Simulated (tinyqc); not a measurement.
Capacitances against the space between lines.

Endless row of lines of width wl, height tl and space sl between grounded planes at distance hd; e2 fills the gaps beside the lines, e1 the rest. Laplace's equation is solved on meshes of 3, 6 and 12 steps per unit u and extrapolated (Aitken), which is good to about 0.2 %. C_even (all lines at 1 V) is the capacitance Cg to the planes; C_odd (neighbours in antiphase) = Cg + 4 Cc if only nearest neighbours couple, which defines Cc; total with quiet neighbours Cg + 2 Cc. Plate values 2 eps0 e1 wl/hd and eps0 e2 tl/sl.

Values chosen for this exercise:
- e1 = 3 (relative permittivity above and below the lines)
- e2 = 2.4 (relative permittivity between the lines)
- wl = 4 u (line width, in units u)
- tl = 6 u (line height)
- hd = 8 u (distance to each plane)

Constants: eps0 = 8.8541878128e-12 F/m. Results are converted to the units shown.

The same in every row: plate Cg (aF/um) = 26.6.

Results:

| sl (u) | Cg (aF/um) | Cc (aF/um) | Cg + 2 Cc (aF/um) | C_odd (aF/um) | plate Cc (aF/um) | share of coupling, 2 Cc/(Cg + 2 Cc) (%) |
|---|---|---|---|---|---|---|
| 2 | 39.2 | 89.0 | 217 | 395 | 63.8 | 81.9 |
| 4 | 50.7 | 47.0 | 145 | 239 | 31.9 | 65.0 |
| 6 | 60.8 | 30.6 | 122 | 183 | 21.3 | 50.2 |
| 12 | 82.5 | 11.2 | 105 | 127 | 10.6 | 21.3 |
| 16 | 90.7 | 6.05 | 103 | 115 | 7.97 | 11.8 |
| 24 | 98.4 | 1.81 | 102 | 106 | 5.31 | 3.55 |

Estimate the missing row, sl = 8 u.

Computed row:

| sl (u) | Cg (aF/um) | Cc (aF/um) | Cg + 2 Cc (aF/um) | C_odd (aF/um) | plate Cc (aF/um) | share of coupling, 2 Cc/(Cg + 2 Cc) (%) |
|---|---|---|---|---|---|---|
| 8 | 69.5 | 21.3 | 112 | 155 | 15.9 | 38.0 |

With this row back in the table: As sl goes from 2 to 24, Cg rises from 39.2 to 98.4 aF/um, Cc falls from 89.0 to 1.81 aF/um and the share of coupling falls from 81.9 to 3.55 %. Cg is 1.48 times its plate value in the first row and 3.70 times in the last; for Cc the ratios are 1.40 and 0.341. Neighbours in antiphase raise the load by a factor of 1.82 and 1.04 over quiet ones. For sl = 2, 4 the planes are farther than 0.8 of the pitch, so second neighbours couple too and Cg + 2 Cc understates the quiet load by a per cent or more.

Numbers from tinyqc (`OMP_NUM_THREADS=1 python tinyqc.py 2790172 2790173 out.jsonl`; about 1 s on one thread of a shared Intel Xeon 2.30GHz).
